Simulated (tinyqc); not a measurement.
# Floating body of a partially depleted SOI transistor: body voltage and kink: two studies

Source at 0 V. Channel current Ic = 2 nf K Vt^2 [F(0) - F(Vd)](1 + la Vd), F(V) = ln^2(1 + exp((Vg - VT - nf V)/(2 nf Vt))), VT = VT0 - gb Vb. Saturation voltage Vs = 2 Vt sqrt(F(0)) + 3 Vt, excess Ve = (Vd - Vs + sqrt((Vd - Vs)^2 + 0.0004 V^2))/2, multiplication M1 = Ai Ve exp(-Bl/Ve). Each junction passes D(v) = J1 (exp(v/Vt) - 1) + J2 (exp(v/(2 Vt)) - 1). Bipolar current Ib = bb J1 (exp(Vb/Vt) - 1). The body settles where M1 (Ic + Ib) = D(Vb) + D(Vb - Vd) + Vb/Rb; drain current Id = (1 + M1)(Ic + Ib) - D(Vb - Vd).

Values chosen for this exercise; values of the order met in partially depleted silicon-on-insulator transistors:
- T = 358 K (temperature)
- VT0 = 0.36 V (threshold at zero body voltage)
- gb = 0.32 (fall of the threshold per volt of body voltage)
- nf = 1.16 (slope factor)
- K = 200 uA/(V^2 um) (gain factor per width)
- la = 0.07 1/V (channel-length modulation factor)
- Ai = 2.48 1/V (impact-ionisation prefactor)
- Bl = 4.9 V (impact-ionisation voltage)
- J1 = 6.3e-10 uA/um (diffusion saturation current of each junction)
- J2 = 2e-7 uA/um (recombination saturation current of each junction)
- bb = 0.5 (gain of the lateral bipolar transistor on the diffusion current)
- Rb = 1e9 kohm um (resistance of a weak body tie to the source (1e9 stands for no tie, and the term is then dropped))
- Vg = 0.39 V (gate voltage)
- Vd = 1.9 V (drain voltage)

Constants: q = 1.602176634e-19 C, kB = 1.380649e-23 J/K, Vt = kB T/q. Results are converted to the units shown.

Each table varies one quantity; the others keep the values above.

## Output curve and kink

Rows with more than one solution for Vb (latch) are left out; dId/dVd by a forward difference over 1e-4 V, swing = 1e-4 V over the change of log10 Id; M1 under 1e-12 is printed as 0.

Results:
```
Vd (V)  Vb (V)        M1  Id, floating (uA/um)  Id, grounded (uA/um)  ratio  dId/dVd, floating (uS/um)  dId/dVd, grounded (uS/um)
0.68    0.3201  3.019e-5                 1.844                0.3955  4.663                      7.453                    0.02741
0.84    0.4367  3.960e-4                 2.833                0.4002  7.079                      5.157                    0.03311
1       0.5040  0.002407                 3.558                0.4066  8.752                      4.037                    0.04792
1.32    0.5835   0.02291                 4.719                0.4305  10.96                      3.544                     0.1082
1.48    0.6096   0.04824                 5.315                0.4511  11.78                      3.969                     0.1503
1.64    0.6308   0.08738                 6.011                0.4789  12.55                      4.799                     0.1972
1.8     0.6485    0.1421                 6.873                0.5144  13.36                      6.048                     0.2469
```

Estimate the missing row, Vd = 1.16 V.

Computed row:
```
Vd (V)  Vb (V)        M1  Id, floating (uA/um)  Id, grounded (uA/um)  ratio  dId/dVd, floating (uS/um)  dId/dVd, grounded (uS/um)
1.16    0.5498  0.008752                 4.158                0.4161  9.992                      3.548                    0.07333
```

With this row back in the table: Vb rises from 0.320 to 0.648 V and the ratio of the currents rises from 4.66 to 13.4. The output conductance with a floating body exceeds the grounded value by the largest factor among the rows, 272, at Vd = 0.68 V, where Vb = 0.320 V and M1 = 3.02e-5.

## Transfer curve and swing

Same model as above.

Results:
columns A: Vg (V); B: Vb (V); C: M1; D: Id, floating (uA/um); E: Id, grounded (uA/um); F: ratio; G: swing, floating (mV/decade); H: swing, grounded (mV/decade)
```
A           B        C         D         E      F      G      H
-0.09  0.1510   0.2978  8.886e-6  2.442e-6  3.638  46.72  89.85
0.11   0.5139   0.2881   0.05199  5.825e-4  89.25  70.60  83.71
0.21   0.5953   0.2610    0.7461  0.008706  85.70  112.6  87.42
0.31   0.6391   0.2190     3.519    0.1046  33.65  199.7  100.7
0.41   0.6617   0.1764     8.749    0.7647  11.44  319.0  138.1
0.51   0.6740   0.1386     16.01     2.988  5.358  452.5  210.8
0.61   0.6804   0.1063     24.97     7.333  3.405  589.9  312.5
0.71   0.6829  0.07922     35.47     13.73  2.584  725.8  429.8
```

Estimate the missing row, Vg = 0.01 V.

Computed row:
columns A: Vg (V); B: Vb (V); C: M1; D: Id, floating (uA/um); E: Id, grounded (uA/um); F: ratio; G: swing, floating (mV/decade); H: swing, grounded (mV/decade)
```
A          B       C         D         E      F      G      H
0.01  0.3870  0.2964  0.001235  3.664e-5  33.70  54.37  83.17
```

With this row back in the table: Vb rises from 0.151 to 0.683 V. The smallest swing among the rows is 46.7 mV a decade with a floating body (at Vg = -0.09 V) and 83.2 with a grounded one; Vt ln 10 = 71.0. The floating swing is smaller by more than 3 % for Vg = -0.09, 0.01, 0.11 V, where the rising Vb lowers the threshold as Vg rises. In the first row the floating body raises the current by a factor of 3.64.

Range of the model: The multiplication law is an empirical form chosen for the exercise; self-heating and capacitive coupling to the body are left out, and the linear laws are rough once Vb passes about 0.7 V or M1 about 0.1.

Program tinyqc, `OMP_NUM_THREADS=1 python tinyqc.py 2182259 2182260 out.jsonl`; Intel Xeon 2.30GHz, shared host, one thread, about 0.2 s.
